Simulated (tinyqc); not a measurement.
## Frequency dispersion of an accumulation capacitance by border traps, distributed model: effect of the density of border traps

Traps spread evenly through the insulator exchange electrons with the semiconductor by tunnelling, with tau(x) = t0 exp(2 ka x) at depth x from the interface. The admittance per area Y seen at depth x obeys dY/dx = -Y^2/(i w eps0 eox) + q Nb ln(1 + i w tau)/tau, with Y(0) = i w Cs and w = 2 pi f; the gate sees Y(tox) = G + i w C. Working variable y = Y/(i w), in uF/cm^2. Cox = eps0 eox/tox.

Cox; trap-free value 1/(1/Cox + 1/Cs); response depth d = ln(1/(w t0))/(2 ka), where w tau = 1; lumped estimate: all traps within d act as C_bt = q Nb d placed at d/2, so C = 1/{1/[1/(1/Cs + d/(2 eps0 eox)) + C_bt] + (tox - d/2)/(eps0 eox)}. C and G from a fine integration; dispersion -d C/d log10 f over C, from f times and over 1.1. For a broad spread of time constants G/w is close to -(pi/2) dC/d ln w.

Parameters, values chosen for the exercise; permittivity close to that of zirconium oxide: relative permittivity of the insulator eox = 21.6; insulator thickness tox = 8.1 nm; semiconductor capacitance in accumulation Cs = 3.8 uF/cm^2; decay constant of the wave function in the insulator ka = 4.2 1/nm; time constant of a trap at the interface t0 = 1e-9 s; frequency f = 1e6 Hz.

Constants: q = 1.602176634e-19 C, eps0 = 8.8541878128e-14 F/cm where lengths are in cm. Results are converted to the units shown.

The same in every row: d (nm) = 0.6036; trap-free C (uF/cm^2) = 1.456.

Effect of the density of border traps:
```
Nb (cm^-3 eV^-1),C (uF/cm^2),G/w (uF/cm^2),dispersion (% a decade),-(pi/2) dC/d ln w (uF/cm^2),lumped C (uF/cm^2)
1e18,1.458,5.735e-4,0.05769,5.739e-4,1.458
2e18,1.460,0.001143,0.1148,0.001144,1.459
6e18,1.468,0.003383,0.3381,0.003386,1.466
1e19,1.476,0.005562,0.5531,0.005568,1.472
3e19,1.512,0.01562,1.515,0.01564,1.502
7e19,1.579,0.03215,2.986,0.03217,1.557
2e20,1.749,0.06433,5.372,0.06410,1.698
4e20,1.920,0.08328,6.279,0.08225,1.845
```

What does the table show?

As Nb goes from 1e18 to 4e20, C rises from 1.46 to 1.92 uF/cm^2, the dispersion rises from 0.0577 to 6.28 % a decade and G/w rises from 5.73e-4 to 0.0833 uF/cm^2. The lumped estimate is 0.026 % below C in the first row and 3.9 % below it in the last. The dispersion goes as Nb^(0.99) between the first two rows and Nb^(0.23) between the last two: dense traps near the interface screen those behind them.

tinyqc, about 0.4 s, one thread, Intel Xeon 2.30GHz (shared host): `OMP_NUM_THREADS=1 python tinyqc.py 2202018 2202019 out.jsonl`
